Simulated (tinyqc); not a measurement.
Conductance against temperature: phonon transmission through an interface between two chains by Green functions. Computed by tinyqc, a small Python program. Command: `OMP_NUM_THREADS=1 python tinyqc.py 3031422 3031423 out.jsonl agf walk`. One thread of a shared host (Intel(R) Xeon(R) Processor @ 2.30GHz), about 0.01 s of CPU time with the checks.

Two semi-infinite chains (masses m_1, m_2; springs k_1, k_2), motion along the chain. The central region holds the end atom of each chain and three interlayer atoms of mass m_b, joined by springs k_b. lambda = omega^2 in eV/(angstrom^2 u); nu = 15.6333042 THz x sqrt(lambda).

Inputs (values chosen for the exercise, for two model chains): mass m_1 = 41.9 u; spring k_1 = 3.41 eV/angstrom^2; mass m_2 = 173 u; spring k_2 = 6.34 eV/angstrom^2; junction spring k_b = 1.03 eV/angstrom^2; interlayer mass m_b = 182 u; probe frequency / lower band top = 0.3.

Atoms in the interlayer: three.

Constants: nu for 1 eV/(angstrom^2 u) = 15.6333042 THz; h x 1 THz = 4.135667696 meV; k_B = 8.617333262e-05 eV/K; k_B = 1.380649e-23 J/K; h = 6.62607015e-34 J s.

Method:
- nu_max = 15.6333042 THz x 2 sqrt(k/m); impedance Z = sqrt(k m); long-wave transmission 4 Z_1 Z_2/(Z_1 + Z_2)^2; the probe frequency is the given share of the lower band top.
- In chain i, sin(q_i a/2) = nu/nu_max,i. An outgoing wave makes the next atom move as exp(i q_i a) times the end atom, so the lead adds the self-energy Sigma_i = -k_i exp(i q_i a) to the force-constant matrix; Gamma_i = -2 Im Sigma_i = 2 k_i sin(q_i a).
- A = lambda M - K - Sigma over the central atoms, with K_ii the sum of the springs at i, K_(i,i+1) = -k_b; G = inverse of A; transmission = Gamma_1 Gamma_2 |G_(first,last)|^2.
- Landauer conductance G = k_B int tau(nu) x^2 e^x/(e^x - 1)^2 d nu, x = h nu/(k_B T), from 0 to the lower band top (240 Gauss-Legendre points in s from 0 to 1, nu = nu_top sin(pi s/2)); tau is the transmission, and its thermal mean is G over the value for tau = 1 in the same window; the quantum is g_0 = pi^2 k_B^2 T/(3 h).

band top of chain 1 = 8.91971 THz

band top of chain 2 = 5.98553 THz

Conductance:
```
T (K)  G (pW/K)  mean transmission     G/g_0  G for transmission 1 (pW/K)
1       0.73836            0.78016   0.78016                      0.94643
5        3.7899            0.80088   0.80088                       4.7322
20       13.712            0.72443   0.72440                       18.928
50       20.092            0.44474   0.42458                       45.177
100      21.706            0.32161   0.22935                       67.491
200      22.159            0.28344   0.11707                       78.180
400      22.276            0.27341  0.058842                       81.473
800      22.305            0.27088  0.029460                       82.344
```

What follows from these numbers?

At 1 K G/g_0 = 0.780; as T goes to 0 it tends to the long-wave transmission, where only the impedances count. Towards high T all modes count more and more alike; at 800 K G is 22.3 pW/K and the mean transmission is 0.271, which is well below the low-T value.
